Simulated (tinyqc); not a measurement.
Slope factor and drain-induced lowering from three currents.

Problem. With source and body at 0 V, I = A exp((Vg + dd Vd)/(nf Vt)) (1 - exp(-Vd/Vt)). Find nf, the swing nf Vt ln 10 and dd.

Parameters, values chosen for the exercise: temperature T = 378 K.

Constants: q = 1.602176634e-19 C, kB = 1.380649e-23 J/K, Vt = kB T/q. Results are converted to the units shown.

currents at (Vg, Vd) = (0, 0.05), (0, 1) and (0.1, 1) V (nA/um): [0.060423462, 1.5853015, 15.407164]

Solution. The pair at equal Vd gives nf; the pair at equal Vg, after dividing out the factors 1 - exp(-Vd/Vt), gives dd.

nf = 1.350
swing = 101.3 mV/decade
dd = 0.1400

Numbers from tinyqc (`OMP_NUM_THREADS=1 python tinyqc.py 2242240 2242241 out.jsonl`; about 0.03 s on one thread of a shared Intel Xeon 2.30GHz).
